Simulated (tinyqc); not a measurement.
Worked calculation: RHF in the 6-31g basis, for H4, spin multiplicity 1. One step of it, computed by the program tinyqc.

Question. Orthogonalisation. S = U s U^T; symmetric (Loewdin) form X = U s^(-1/2) U^T, so that X^T S X = 1.

overlap S:
```
,1H 1s,1H 2s,2H 1s,2H 2s,3H 1s,3H 2s,4H 1s,4H 2s
1H 1s,1.000000,0.658292,0.319244,0.448193,0.001023,0.046408,0.000003,0.004272
1H 2s,0.658292,1.000000,0.448193,0.789898,0.046408,0.195435,0.004272,0.044627
2H 1s,0.319244,0.448193,1.000000,0.658292,0.059502,0.237012,0.001023,0.046408
2H 2s,0.448193,0.789898,0.658292,1.000000,0.237012,0.534001,0.046408,0.195435
3H 1s,0.001023,0.046408,0.059502,0.237012,1.000000,0.658292,0.319244,0.448193
3H 2s,0.046408,0.195435,0.237012,0.534001,0.658292,1.000000,0.448193,0.789898
4H 1s,0.000003,0.004272,0.001023,0.046408,0.319244,0.448193,1.000000,0.658292
4H 2s,0.004272,0.044627,0.046408,0.195435,0.448193,0.789898,0.658292,1.000000
```

Give: eigenvalues of S; X.

Answer.

eigenvalues of S: 0.042  0.144  0.357  0.450  0.687  0.844  2.276  3.200

X:
```
,1H 1s,1H 2s,2H 1s,2H 2s,3H 1s,3H 2s,4H 1s,4H 2s
1H 1s,1.265,-0.488,-0.090,0.011,-0.015,0.074,-0.004,-0.030
1H 2s,-0.488,1.943,0.108,-1.160,-0.023,0.438,-0.030,-0.171
2H 1s,-0.090,0.108,1.288,-0.622,0.016,0.105,-0.015,-0.023
2H 2s,0.011,-1.160,-0.622,2.604,0.105,-1.171,0.074,0.438
3H 1s,-0.015,-0.023,0.016,0.105,1.288,-0.622,-0.090,0.108
3H 2s,0.074,0.438,0.105,-1.171,-0.622,2.604,0.011,-1.160
4H 1s,-0.004,-0.030,-0.015,0.074,-0.090,0.011,1.265,-0.488
4H 2s,-0.030,-0.171,-0.023,0.438,0.108,-1.160,-0.488,1.943
```
